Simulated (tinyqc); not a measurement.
Correction of a charged-defect supercell by a model charge and potential alignment (plane-averaged potentials). Changing the share x of the charge in a wide tail. Computed by tinyqc, a small Python program. Command: `OMP_NUM_THREADS=1 python tinyqc.py 3110160 3110161 out.jsonl align sweep`. One thread of a shared host (Intel(R) Xeon(R) Processor @ 2.30GHz), about 0.02 s of CPU time with the checks.

The "true" defect charge is (1 - x) q in a Gaussian of width sigma plus x q in one of width sigma_t, so the exact answer is known; the correction sees only a single model Gaussian of width sigma_m. A Gaussian of width s has the transform rho(G) = exp(-G^2 s^2/2), normalised to 1. A uniform background cancels q, so G = 0 is left out. Potentials are those felt by a unit positive charge. E_0 is the formation energy of the isolated defect, E_cell its value in the supercell, E_lat = E_iso - E_per of the model charge, C the true less the model potential far from the defect; the exact correction is E_0 - E_cell, and the error of a scheme is E_cell plus its correction less E_0.

Inputs (values chosen for the exercise, with screening close to that of GaAs):
```
quantity                                     value      unit
defect charge q                                 -1         e
dielectric constant eps                       12.9         -
edge of the cubic cell L                      11.1  angstrom
width sigma of the true defect charge         0.96  angstrom
width sigma_m of the model charge             0.76  angstrom
width sigma_t of the tail                      1.9  angstrom
formation energy of the isolated defect E_0    3.2        eV
```

Constants: e^2/(4 pi eps_0) = 14.39964548 eV angstrom.

Method:
- Periodic energy E_per = (2 pi q^2/(eps L^3)) (e^2/(4 pi eps_0)) sum_(G != 0) rho(G)^2/G^2, G = (2 pi/L)(n1, n2, n3), |n_i| <= 16. Isolated energy: two Gaussians of charges q_a, q_b and widths a, b interact by q_a q_b (e^2/(4 pi eps_0 eps)) sqrt(2/pi)/sqrt(a^2 + b^2), and the self-energy is half the sum over pairs.
- Supercell value E_cell = E_0 + E_per - E_iso for the true charge.
- E_lat = E_iso - E_per for the model charge; point-charge value alpha q^2 e^2/(4 pi eps_0 eps 2 L) with alpha = 2.837297.
- Plane-averaged potential at distance z from the defect: V(z) = (4 pi q/(eps L^3)) (e^2/(4 pi eps_0 e)) sum_(m != 0) rho(G_m) cos(G_m z)/G_m^2, G_m = 2 pi m/L, |m| <= 40.
- C = difference at z = L/2; E_corr = E_cell + E_lat - q C. For charges that have died out at L/2, C = (2 pi q/(eps L^3)) (e^2/(4 pi eps_0 e)) (<s^2> - sigma_m^2), <s^2> = (1 - x) sigma^2 + x sigma_t^2.

One run for each value; columns: (1) share x of the charge in a wide tail; (2) alignment C (V); (3) error without alignment (meV); (4) error with alignment (rounded to 1e-4 meV) (meV); (5) exact correction (eV):
```
(1)           (2)     (3)     (4)      (5)
0.000  -0.0017641  1.7641  0.0000  0.13794
0.071  -0.0027275  2.7429  0.0154  0.13696
0.140  -0.0036638  3.6941  0.0303  0.13601
0.210  -0.0046136  4.6589  0.0453  0.13504
0.290  -0.0056991  5.7614  0.0623  0.13394
0.360  -0.0066490  6.7260  0.0770  0.13298
0.430  -0.0075988  7.6905  0.0917  0.13201
0.500  -0.0085486  8.6548  0.1062  0.13105
```

Over the rows, alignment C (V) falls from -0.00176 to -0.00855; error without alignment (meV) rises from 1.76 to 8.65; error with alignment (rounded to 1e-4 meV) (meV) rises from 0 to 0.106.
